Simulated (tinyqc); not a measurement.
p-n diode with diffusion and depletion-layer recombination: two steps of the calculation.

Abrupt junction in the depletion approximation, low injection, full ionisation, neutral widths fixed, ohmic contact on the p side. Vj is the junction voltage; where a series resistance Rs is given, V = Vj + J Rs is the terminal voltage.

Inputs (values chosen for the exercise); band and dielectric values close to those of silicon: temperature T = 293 K; band gap Eg = 1.14 eV; relative permittivity eps_r = 11.5; conduction-band density of states at T Nc = 2.75e19 cm^-3; valence-band density of states at T Nv = 2.54e19 cm^-3; acceptor density Na = 3.8e17 cm^-3; donor density Nd = 1e16 cm^-3; electron lifetime tn = 3e-8 s; hole lifetime tp = 1e-7 s; series resistance Rs = 0.0054 ohm cm^2; trap level above the intrinsic level Et = 0 eV; junction voltage at which recombination is evaluated Vj = 0.39 V; terminal voltage V = 0.75 V.

Constants: q = 1.602176634e-19 C, kB = 1.380649e-23 J/K, Vt = kB T/q, eps0 = 8.8541878128e-14 F/cm where lengths are in cm. Results are converted to the units shown.

Problem 1. Recombination in the depleted layer. ni = sqrt(Nc Nv) exp(-Eg/(2 Vt)), Eg in volts. Vbi = Vt ln(Na Nd/ni^2), W = sqrt(2 eps0 eps_r (Vbi - Vj)(1/Na + 1/Nd)/q), xp = W Nd/(Na + Nd), xn = W Na/(Na + Nd); u(x) = q Na (x + xp)^2/(2 eps0 eps_r) for x < 0 and Vbi - Vj - q Nd (xn - x)^2/(2 eps0 eps_r) for x > 0; p = Na exp(-u/Vt), n = Nd exp((u - Vbi + Vj)/Vt); U = ni^2 (exp(Vj/Vt) - 1)/(tp (n + ni exp(Et/Vt)) + tn (p + ni exp(-Et/Vt))); J_scr = q times the integral of U from -xp to xn. Trapezoid rule on 13 equal steps.

Give: W; x; u; n; p; U; J_scr.

Solution 1.

W = 240.65 nm

| point | x (nm) | u (V) | n (cm^-3) | p (cm^-3) | U (cm^-3 s^-1) |
|---|---|---|---|---|---|
| 0 | -6.17 | 0.00000 | 2.3117e8 | 3.8000e17 | 7.7056e15 |
| 1 | 12.34 | 0.05572 | 2.1004e9 | 4.1823e16 | 7.0013e16 |
| 2 | 30.85 | 0.11773 | 2.4484e10 | 3.5878e15 | 8.1610e17 |
| 3 | 49.36 | 0.17434 | 2.3052e11 | 3.8107e14 | 7.6682e18 |
| 4 | 67.88 | 0.22557 | 1.7530e12 | 5.0109e13 | 5.2315e19 |
| 5 | 86.39 | 0.27140 | 1.0768e13 | 8.1579e12 | 6.6444e19 |
| 6 | 104.90 | 0.31184 | 5.3423e13 | 1.6443e12 | 1.6291e19 |
| 7 | 123.41 | 0.34689 | 2.1408e14 | 4.1033e11 | 4.1009e18 |
| 8 | 141.92 | 0.37654 | 6.9291e14 | 1.2677e11 | 1.2677e18 |
| 9 | 160.43 | 0.40081 | 1.8115e15 | 4.8493e10 | 4.8492e17 |
| 10 | 178.95 | 0.41968 | 3.8251e15 | 2.2965e10 | 2.2965e17 |
| 11 | 197.46 | 0.43316 | 6.5239e15 | 1.3465e10 | 1.3465e17 |
| 12 | 215.97 | 0.44125 | 8.9873e15 | 9.7742e9 | 9.7742e16 |
| 13 | 234.48 | 0.44394 | 1.0000e16 | 8.7844e9 | 8.7844e16 |

J_scr = 4.4479e-5 A/cm^2

Problem 2. New Vj. Diffusion current alone: J = J0 (exp(Vj/Vt) - 1), g = Vj + J Rs - V, g' = 1 + Rs J0 exp(Vj/Vt)/Vt, Vj(new) = Vj - g/g'.

Vj after iteration 2 = 0.73647888 V
J0 = J0n + J0p = 4.1851555e-12 A/cm^2

Give: J; g; g'; Vj after iteration 3.

Solution 2.

J = 19.48 A/cm^2
g = 0.09167 V
g' = 5.166
Vj after iteration 3 = 0.7187 V

tinyqc, about 0.01 s, one thread, Intel Xeon 2.30GHz (shared host): `OMP_NUM_THREADS=1 python tinyqc.py 2260037 2260038 out.jsonl`
